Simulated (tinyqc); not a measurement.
Inside a calculation. Method: Luttinger-Kohn k.p, four valence bands. One step of it, computed by the program tinyqc.

Task: Hole masses. E = c [g1 k^2 -/+ 2 sqrt(g2^2 k^4 + 3 (g3^2 - g2^2)(kx^2 ky^2 + ky^2 kz^2 + kz^2 kx^2))] with c = hbar^2/2m, and m* = hbar^2 k^2 / (2 E).

Luttinger parameters chosen for this model; energies are counted downward from the top of the valence band:
```
parameter     value  unit
g1         5.750000
g2         1.830000
g3         2.630000
```

Give: Masses.

Result:

Masses (electron masses):
```
direction   heavy   light
[100]      0.4785  0.1063
[110]      1.1893  0.0938
[111]      2.0408  0.0908
```
